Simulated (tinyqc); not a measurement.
Inside a calculation. Model: self-heating of a transistor with one or more fingers, with temperature-dependent conductivity. Computed by tinyqc, a small Python program that keeps every step. Command: `OMP_NUM_THREADS=1 python tinyqc.py 3010366 3010367 out.jsonl selfheat walk`. One thread of a shared host (Intel(R) Xeon(R) Processor @ 2.30GHz), about 0.06 s of CPU time with the checks. Intermediate numbers are printed to about 6 digits and carried at full precision; extremes and crossings named in words are read from the listed rows.

N long parallel fingers lie on the top face of a slab whose bottom is held at T_0; the top is otherwise insulated, and heat flows in two dimensions. P in W/mm is 1000 P in W/m.

Inputs (values chosen for the exercise, modelled on silicon carbide):
```
quantity,value,unit
conductivity at the base temperature kappa_0,314,W/(m K)
exponent m in kappa ~ T^-m,1.52,-
base temperature T_0,358,K
power per gate width P,2.3,W/mm
fingers N,6,-
finger pitch s,8.3,micrometre
width of the heat source w,0.88,micrometre
substrate thickness t,77,micrometre
phonon free path Lambda,150,nm
heat capacity C,2.17,1e6 J/(m^3 K)
pulse length,56,microsecond
```

Power: fixed power.

## Geometry factors

A line source of power P on the top face raises the top at distance x by (P/(pi kappa_0)) g(x), g(x) = -ln tanh(pi x/(4 t)) (the image sum for the slab). On a strip of width w the centre sees the mean of g over the strip, g_0 = 1 + ln(8 t/(pi w)) for w much below t.

own factor g_0 = 6.40635

g(j s), j = 1..7: [2.47150, 1.78546, 1.39169, 1.12005, 0.91703, 0.75853, 0.63153]

## Linear temperature rise of each finger

theta_i = (P/(pi kappa_0)) [g_0 + sum over j != i of g(|i - j| s)], with equal powers and constant conductivity; thermal resistance = largest theta/P.

theta of each finger (K): [32.8567, 36.4810, 38.0325, 38.0325, 36.4810, 32.8567]

largest theta = 38.0325 K

thermal resistance = 16.5358 K mm/W

The neighbours supply 61 % of the rise of the hottest finger, which runs 5.2 K above the outer ones.

## Correction for the falling conductivity

Kirchhoff transformation for kappa = kappa_0 (T/T_0)^-m: T = T_0 [1 - (m - 1) theta/T_0]^(-1/(m - 1)), where theta is the linear rise. The bracket vanishes at the power P T_0/((m - 1) theta).

peak temperature = 399.341 K

true rise = 41.3411 K

true rise / linear rise = 1.08700

power at which the formula diverges = 41.6345 W/mm

The falling conductivity adds 8.7 % to the rise.

## Extra rise from ballistic phonons

Near a source smaller than the free path, Fourier's law overstates the flow. Rough estimate: a strip that emits phonons into a half space adds a resistance times area of 4 Lambda/(3 kappa_0), from the ballistic flux C v Delta T/4 with kappa_0 = C v Lambda/3, so Delta T_b = 4 Lambda P/(3 kappa_0 w); Knudsen number Lambda/w.

Knudsen number = 0.170455

ballistic rise Delta T_b = 1.66474 K

Delta T_b / largest theta = 0.0437715

By this estimate the ballistic term is at most a fifth of the Fourier rise.

## Rise at the end of a pulse

After switching on, theta(tau) = (P D/kappa_0) int_0^tau X(u) Z(u) du at the hottest finger, D = kappa_0/C; X = sum over fingers at distance x of [erf((x + w/2)/r) - erf((x - w/2)/r)]/(2 w), Z = sum_(j=-200..200) (-1)^j exp(-(2 j t/r)^2)/sqrt(pi D u), r = 2 sqrt(D u); trapezoid rule on 300 points evenly spaced in ln u from u_0 = 1e-3 min(tau, w^2/D) to tau, plus the exact piece 2 sqrt(u_0/(pi D))/w below u_0. Conductivity and power are held at their base values here, and Fourier's law is used even where the diffusion length is near a phonon free path.

diffusivity D = 144.700 micrometre^2/microsecond

diffusion length sqrt(D tau) = 90.0179 micrometre

linear rise after the pulse = 37.773 K

share of the steady rise = 0.9932

## Rise against time

The formulas are those given above.

Heating curve:
```
time (microsecond),sqrt(D time) (micrometre),rise (K),share of the steady rise
4.10e-05,0.0770241,0.72344,0.01902
4.10e-04,0.243572,2.1787,0.05729
0.0041,0.770241,4.6116,0.1213
0.041,2.43572,7.3031,0.192
0.41,7.70241,12.539,0.3297
2,17.0118,20.298,0.5337
8.2,34.4462,29.257,0.7693
25,60.1458,35.745,0.9398
61,93.9507,37.848,0.9951
```

Half the steady rise is reached between 0.41 and 2.0 microseconds, and the last row holds 99.5 % of it; the slowest time constant is 4 t^2/(pi^2 D) = 16.6 microseconds. While the diffusion length lies between w and the pitch or thickness, the rise grows as the logarithm of time; once it nears the pitch of 8.3 micrometre the neighbours add their heat.

Checks made by the program: g(s) against the alternating image sum (relative difference 5e-07); Kirchhoff integral of kappa/kappa_0 from T_0 to T (relative difference below 1e-10); long-time limit against the steady rise (relative difference 5e-05).
